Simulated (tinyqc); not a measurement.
Worked calculation: band gaps under pressure and temperature from deformation potentials. Values are carried at full precision from step to step, so a last printed digit may differ when a step is redone from the rounded ones.

Murnaghan: V/V0 = (1 + Bp P/B0)^(-1/Bp), B0 = (C11 + 2 C12)/3. Each gap moves by a ln(V/V0) with its volume potential a, and falls with temperature by aV T^2/(T + bV) (Varshni); the two effects are added. No change of phase is considered.

Inputs chosen for the exercise (near those of InAs, the X and L potentials typical of such crystals; shifted at random, so the results belong to these values and not to a real crystal):
- C11 = 82.5 GPa
- C12 = 45.6 GPa
- Bp = 3.83 (pressure derivative of the bulk modulus)
- P = 0.7 GPa (pressure)
- Eg = 0.412 eV (gap at Gamma to the s-like level at 0 K, 0 GPa)
- EgX = 1.424 eV (gap to X at 0 K, 0 GPa)
- EgL = 1.122 eV (gap to L at 0 K, 0 GPa)
- aG = -6.15 eV (volume potential of the Gamma gap)
- aX = 1.31 eV (volume potential of the X gap)
- aL = -3.13 eV (volume potential of the L gap)
- aV = (0.289, 0.275, 0.286) meV/K (Varshni alpha of Gamma, X, L)
- bV = (88, 96, 97) K (Varshni beta of Gamma, X, L)
- T = 300 K (temperature)
- aT = 4.5 1e-6/K (linear thermal expansion near 300 K)

## Volume under pressure

Give B0, V/V0, ln(V/V0), the change of the lattice constant and the linear estimate -P/B0.

B0 = 57.90 GPa
V/V0 = 0.98825
ln(V/V0) = -0.01182
change of a = -0.393 %
-P/B0 = -0.01209

The stiffening under pressure makes the compression 2.2 % smaller than the linear estimate.

## Gaps at P and T

Give both shifts and the gaps.

pressure shifts (eV): Gamma 0.0727, X -0.0155, L 0.0370

temperature shifts (eV): Gamma -0.0670, X -0.0625, L -0.0648

gaps (eV): Gamma 0.4176, X 1.3460, L 1.0942

The lowest valley is Gamma (direct gap), 677 meV below L; at 0 K and 0 GPa it is Gamma.

## Pressure coefficients

Expand in P: E = E0 + c1 P + c2 P^2 with c1 = -a/B0 and c2 = a Bp/(2 B0^2).

c1 (meV/GPa): Gamma 106.22, X -22.63, L 54.06

c2 (meV/GPa^2): Gamma -3.513, X 0.748, L -1.788

Gamma and L rise under pressure and X falls, as the signs of the volume potentials say.

## Pressures at which the valleys cross

Two gaps meet at ln(V/V0) = -(E_i - E_j)/(a_i - a_j), with the gaps at T and P = 0; then P = (B0/Bp)(exp(-Bp ln(V/V0)) - 1). A dash marks expansion or a compression beyond ln(V/V0) = -0.3.

Crossings:

| pair | E_i - E_j (eV) | ln(V/V0) | P (GPa) |
|---|---|---|---|
| Gamma-X | -1.0165 | -0.1363 | 10.36 |
| Gamma-L | -0.7122 | -0.2358 | 22.19 |
| L-X | -0.3043 | -0.0685 | 4.54 |

The lowest valley changes at 10.36 GPa (Gamma to X). The real crystal changes phase near 7 GPa, so a crossing above that is not reached.

## How much of dE/dT is thermal expansion

At 300 K: dE/dT = -aV T (T + 2 bV)/(T + bV)^2; expansion alone gives 3 aT a; the rest is electron-phonon coupling.

dE/dT (meV/K): Gamma -0.2741, X -0.2588, L -0.2689

from expansion (meV/K): Gamma -0.0830, X 0.0177, L -0.0423

remainder (meV/K): Gamma -0.1911, X -0.2765, L -0.2267

Expansion supplies 30 % of the slope at Gamma and 16 % at L; at X it works against the fall.

## Checks

- Slope of the Gamma gap at P = 0 by finite differences against c1 (meV/GPa): both 106.22.

tinyqc: `OMP_NUM_THREADS=1 python tinyqc.py 1051069 1051070 out.jsonl`; about 0.01 s, one thread, shared Intel(R) Xeon(R) Processor @ 2.30GHz.
